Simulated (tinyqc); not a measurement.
Short-channel transistor, virtual-source model with series resistance: two steps of the calculation.

The current per gate width is the charge at the top of the source barrier (the virtual source) times its velocity times a saturation function; al and be are fitting constants of the model. Units: I in uA/um, Rs in ohm um, so I Rs = 1e-6 I Rs in volts; Q in uC/cm^2, so I = 1e-4 Q vx0 Fsat with vx0 in cm/s.

Inputs (values chosen for the exercise):
- T = 250 K (temperature)
- Cinv = 1.31 uF/cm^2 (inversion capacitance)
- vx0 = 1.46e7 cm/s (velocity at the virtual source)
- mu = 1000 cm^2/(V s) (apparent mobility)
- L = 65 nm (channel length)
- VT0 = 0.306 V (threshold at zero drain voltage)
- dl = 0.073 V/V (drain-induced barrier lowering)
- n0 = 1.37 (subthreshold factor)
- nd = 0.2 1/V (growth of n with drain voltage)
- al = 3.5 (threshold shift (in units of Vt) from weak to strong inversion)
- be = 1.6 (sharpness of saturation)
- Rs = 50 ohm um (series resistance of each contact)
- Vgs = 0.5 V (gate voltage)
- Vds = 0.25 V (drain voltage)

Constants: q = 1.602176634e-19 C, kB = 1.380649e-23 J/K, Vt = kB T/q. Results are converted to the units shown.

Task 1. Current through the series resistance. Intrinsic voltages Vg' = Vgs - I Rs, Vd' = Vds - 2 I Rs. n = n0 + nd Vd', VT = VT0 - dl Vd', Ff = 1/(1 + exp((Vg' - VT + al Vt/2)/(al Vt))), Q = Cinv n Vt ln(1 + exp((Vg' - VT + al Vt Ff)/(n Vt))), Vdsat = (vx0 L/mu)(1 - Ff) + Vt Ff, Fsat = u/(1 + u^be)^(1/be) with u = Vd'/Vdsat, and I(out) = Q vx0 Fsat per width. (Fsat takes the sign of u.) I(new) = I + 0.5 (I(out) - I).

I after iteration 1 = 183.09305 uA/um

Give: Vg'; Vd'; VT; Ff; Q; Vdsat; Fsat; I(out); I after iteration 2.

Result 1.

Vg' = 0.49085 V
Vd' = 0.23169 V
VT = 0.28909 V
Ff = 0.040087
Q = 0.26831 uC/cm^2
Vdsat = 0.091959 V
Fsat = 0.87954
I(out) = 344.55 uA/um
I after iteration 2 = 263.82 uA/um

Task 2. What the series resistance costs. n = n0 + nd Vd', VT = VT0 - dl Vd', Ff = 1/(1 + exp((Vg' - VT + al Vt/2)/(al Vt))), Q = Cinv n Vt ln(1 + exp((Vg' - VT + al Vt Ff)/(n Vt))), Vdsat = (vx0 L/mu)(1 - Ff) + Vt Ff, Fsat = u/(1 + u^be)^(1/be) with u = Vd'/Vdsat, and I = Q vx0 Fsat per width. I0 is the current for Rs = 0. Effective velocity I/Q; transit time L Q/I.

converged I = 327.35807 uA/um
I0 = 366.18611 uA/um

Find: loss against I0; effective velocity; transit time.

Result 2.

loss against I0 = 10.603 %
effective velocity = 1.2691e7 cm/s
transit time = 0.51215 ps

The carriers leave the virtual source at 86.9 % of vx0: the device is in saturation.

Numbers from tinyqc (`OMP_NUM_THREADS=1 python tinyqc.py 2380119 2380120 out.jsonl`; about 0.01 s on one thread of a shared Intel Xeon 2.30GHz).
